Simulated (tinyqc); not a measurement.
# FinFET, parasitic resistance, capacitance and delay: what changes with what

Nf fins under one contact; each has gated perimeter p = 2 Hf + Wf and cross-section A = Hf Wf; contact width Wc = Nf pf, stack height Hs = Hf. Contact length Lc = CPP - Lg - 2 Lsp, shared by two neighbouring gates. Source and drain sides are equal. The formulas are first-order estimates, not field solutions.

Values chosen for this exercise; values close to those of silicon logic devices: temperature T = 300 K; number of fins Nf = 1; fin height Hf = 50 nm; fin width Wf = 8 nm; fin pitch pf = 34 nm; contacted gate pitch CPP = 45 nm; gate length Lg = 12 nm; spacer length Lsp = 8 nm; relative permittivity of the spacer ks = 5.5; gate height above the channel stack Hc = 25 nm; contact resistivity rc = 1.5e-9 ohm cm^2; resistivity of the source-drain epitaxy re = 0.00028 ohm cm; current-carrying depth of the epitaxy te = 20 nm; resistivity of the extension rx = 0.00077 ohm cm; gate overlap Lov = 2 nm; inversion capacitance Cinv = 3.5 uF/cm^2; injection velocity vx = 1.5e7 cm/s; apparent mobility mu = 250 cm^2/(V s); threshold at zero drain voltage VT = 0.3 V; barrier lowering dl = 0.039 V/V; subthreshold factor n = 1.28; wire load Cw = 0.27 fF; supply voltage Vdd = 0.8 V.

Constants: q = 1.602176634e-19 C, kB = 1.380649e-23 J/K, eps0 = 8.8541878128e-12 F/m, Vt = kB T/q. Results are converted to the units shown.

Each table varies one quantity; the others keep the values above.

## Effect of the fin height

Epitaxy sheet resistance Rsh = re/te, transfer length LT = sqrt(rc/Rsh), contact Rc = [sqrt(rc Rsh)/Wc] coth(Lc/(2 LT)); extension of one fin Rx = rx Lsp/A. With N fins: gate Cg = Cinv p N Lg; per side, plate Cp = ks eps0 [Wc (Hs + Hc) - N A]/Lsp, top fringe Cf = (2/pi) ks eps0 Wc ln(1 + Lg/(2 Lsp)), overlap Co = Cinv p N Lov. One fin: I = p Q vx u/(1 + |u|^1.8)^(1/1.8), Q = Cinv n Vt ln(1 + exp((Vg' - VT + dl Vd')/(n Vt))), u = Vd' mu/(vx Lg), Vg' = Vgs - v, Vd' = Vds - 2 v, with the drop on each side v = Rc (sum of I) + Rx I. Ieff = [I(Vgs = Vdd, Vds = Vdd/2) + I(Vdd/2, Vdd)]/2, total currents. With Cs = Cp + Cf + Co, the load of an inverter of two such devices driving an equal one is CL = 2 (Cg + 2 Cs) + 4 Cs + Cw (own drains counted twice for the Miller effect); delay CL Vdd/(2 Ieff).

The same in every row: Rc (ohm) = 530.6.

Effect of the fin height:
```
Hf (nm)  Rx/N (ohm)  Ieff (uA)  CL (aF)  delay (ps)
20            385.0      62.46    408.6       2.617
30            256.7      84.07    449.3       2.138
40            192.5      103.1    490.0       1.901
50            154.0      119.7    530.6       1.773
60            128.3      134.1    571.3       1.704
70            110.0      146.6    611.9       1.669
80            96.25      157.4    652.6       1.658
90            85.56      166.8    693.3       1.663
```

Read the table: what changes, and by how much?

As Hf goes from 20 to 90 nm, Ieff rises from 62.5 to 167 uA, CL rises from 409 to 693 aF and the delay goes from 2.617 through a minimum of 1.658 (at Hf = 80 nm among the rows listed) to 1.663 ps. From the first row to the last Ieff grows by a factor of 2.67 and CL by 1.70; the first step changes the delay by -18 %, the last by 0.27 %.

## Effect of the contact resistivity

Same model as above.

The same in every row: Rx/N (ohm) = 154.0; CL (aF) = 530.6.

Result of one run:
```
rc (ohm cm^2)  Rc (ohm)  Ieff (uA)  delay (ps)
4.5e-10           167.2      147.7       1.437
```

What becomes of these results when the contact resistivity rc is changed from 4.5e-10 to 2e-8 ohm cm^2, all else the same?

Result of the changed run:
```
rc (ohm cm^2)  Rc (ohm)  Ieff (uA)  delay (ps)
2e-8               6932      21.63       9.811
```

The whole series:
```
rc (ohm cm^2)  Rc (ohm)  Ieff (uA)  delay (ps)
1e-10             45.55      158.8       1.337
2.1e-10           83.97      155.2       1.368
4.5e-10           167.2      147.7       1.437
9.7e-10           347.2      133.1       1.595
2.1e-9            738.3      106.1       2.000
4.4e-9             1534      70.56       3.008
9.4e-9             3264      40.37       5.258
2e-8               6932      21.63       9.811
```

As rc goes from 1e-10 to 2e-8 ohm cm^2, Ieff falls from 159 to 21.6 uA, CL stays at 531 aF and the delay rises from 1.34 to 9.81 ps. Rc goes as rc^(0.82) at the start and rc^(1.00) at the end (1/2 for a long contact, 1 for a short one). For rc = 1e-10 to 2.1e-10 ohm cm^2 rc lies near or below the quantum limit of metal-silicon contacts.

## Effect of the relative permittivity of the spacer

Same model as above.

The same in every row: Rc (ohm) = 530.6; Rx/N (ohm) = 154.0; Ieff (uA) = 119.7.

Effect of the relative permittivity of the spacer:
```
ks   CL (aF)  delay (ps)
1      441.1       1.474
2      461.0       1.541
3      480.9       1.607
4      500.8       1.674
5.5    530.6       1.773
7      560.5       1.873
```

As ks goes from 1 to 7, Ieff stays at 120 uA, CL rises from 441 to 560 aF and the delay rises from 1.47 to 1.87 ps.

tinyqc, about 0.04 s, one thread, Intel Xeon 2.30GHz (shared host): `OMP_NUM_THREADS=1 python tinyqc.py 2170159 2170160 out.jsonl`
